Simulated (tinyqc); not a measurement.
# Charge pumping in an n-channel transistor: what changes with what

The gate is pulsed from accumulation to inversion and back. Energies E are counted from the intrinsic level; Dit(E) = D0 [1 + b (2 E/Eg)^2]. During each edge the traps near the bands emit their carriers, and those between Eh and Ee recombine once a cycle.

Parameters, values chosen for the exercise; band and dielectric values close to those of silicon:
- T = 250 K (temperature)
- Eg = 1.1 eV (band gap)
- Nc = 2.12e19 cm^-3 (conduction-band density of states at 250 K)
- Nv = 2.02e19 cm^-3 (valence-band density of states at 250 K)
- A = 0.069 um^2 (gate area)
- D0 = 1.9e10 cm^-2 eV^-1 (trap density at midgap)
- b = 2.8 (rise of the trap density towards the band edges)
- sn = 1.4e-16 cm^2 (cross-section for electrons)
- sp = 2.2e-15 cm^2 (cross-section for holes)
- vth = 1.4e7 cm/s (thermal velocity at 250 K, one nominal value for electrons and holes)
- dV = 0.59 V (Vth - Vfb)
- Va = 1.7 V (pulse height)
- f = 6.4e5 Hz (frequency)
- tr = 17 ns (rise time)

Constants: q = 1.602176634e-19 C, kB = 1.380649e-23 J/K, Vt = kB T/q. Results are converted to the units shown.

Each table varies one quantity; the others keep the values above.

## Triangular pulses against frequency

For a symmetric triangular wave tr = tf = 1/(2 f). ni = sqrt(Nc Nv) exp(-Eg/(2 Vt)), Eg in volts; emission times te = (dV/Va) tf and th = (dV/Va) tr; Ee = -Vt ln(vth sn ni te), Eh = +Vt ln(vth sp ni th). Nit = integral of Dit from Eh to Ee = D0 [Ee - Eh + 4 b (Ee^3 - Eh^3)/(3 Eg^2)], Qcp = q A Nit, Icp = f Qcp.

Triangular pulses against frequency:

| f (Hz) | Ee (eV) | Eh (eV) | Nit (cm^-2) | Icp (pA) | Qcp (fC) |
|---|---|---|---|---|---|
| 2200 | 0.22731 | -0.16797 | 8.4768e9 | 0.0020617 | 9.3712e-4 |
| 5100 | 0.24543 | -0.18609 | 9.4431e9 | 0.0053241 | 0.0010439 |
| 12000 | 0.26386 | -0.20452 | 1.0478e10 | 0.013900 | 0.0011583 |
| 26000 | 0.28052 | -0.22118 | 1.1461e10 | 0.032941 | 0.0012670 |
| 59000 | 0.29817 | -0.23883 | 1.2556e10 | 0.081894 | 0.0013880 |
| 1.3e5 | 0.31519 | -0.25585 | 1.3667e10 | 0.19642 | 0.0015109 |
| 3e5 | 0.33321 | -0.27386 | 1.4907e10 | 0.49440 | 0.0016480 |
| 6.9e5 | 0.35115 | -0.29181 | 1.6211e10 | 1.2366 | 0.0017922 |
| 1.6e6 | 0.36927 | -0.30993 | 1.7602e10 | 3.1134 | 0.0019459 |
| 3.5e6 | 0.38613 | -0.32679 | 1.8966e10 | 7.3386 | 0.0020967 |

Qcp rises from 9.37e-4 to 0.00210 fC, by 2.93e-4 fC a decade between the first two rows and 4.44e-4 between the last two (2 q A D0 Vt ln 10 = 2.08e-4 fC): faster edges leave less time for emission and widen the window, so Icp grows faster than f, as f^(1.11).

## Scanning the upper gap with the fall time

Same model as above.

The same in every row: Eh (eV) = -0.3726.

Result of one run:

| tf (ns) | Ee (eV) | Nit (cm^-2) | Icp (pA) |
|---|---|---|---|
| 2 | 0.4781 | 2.560e10 | 1.812 |

What becomes of these results when the fall time tf is changed from 2 to 190 ns, all else the same?

Result of the changed run:

| tf (ns) | Ee (eV) | Nit (cm^-2) | Icp (pA) |
|---|---|---|---|
| 190 | 0.3800 | 2.055e10 | 1.454 |

The whole series:

| tf (ns) | Ee (eV) | Nit (cm^-2) | Icp (pA) |
|---|---|---|---|
| 2 | 0.4781 | 2.560e10 | 1.812 |
| 5 | 0.4584 | 2.447e10 | 1.731 |
| 12 | 0.4395 | 2.344e10 | 1.658 |
| 31 | 0.4190 | 2.239e10 | 1.584 |
| 77 | 0.3994 | 2.144e10 | 1.517 |
| 190 | 0.3800 | 2.055e10 | 1.454 |
| 480 | 0.3600 | 1.969e10 | 1.393 |

Ee falls from 0.478 to 0.360 eV, by Vt ln 10 a decade, and Icp falls from 1.81 to 1.39 pA. The slope -dNit/d(ln tf)/Vt gives Dit = 5.76e10 cm^-2 eV^-1 near E = 0.468 eV and 4.31e10 near 0.370 eV, against 5.76e10 and 4.31e10 from the profile.

Range of the model: The Fermi levels of inversion and accumulation are taken to lie beyond Ee and Eh, the flat tops to fill all traps, and no geometric current is added.

Numbers from tinyqc (`OMP_NUM_THREADS=1 python tinyqc.py 2030155 2030156 out.jsonl`; about 0.01 s on one thread of a shared Intel Xeon 2.30GHz).
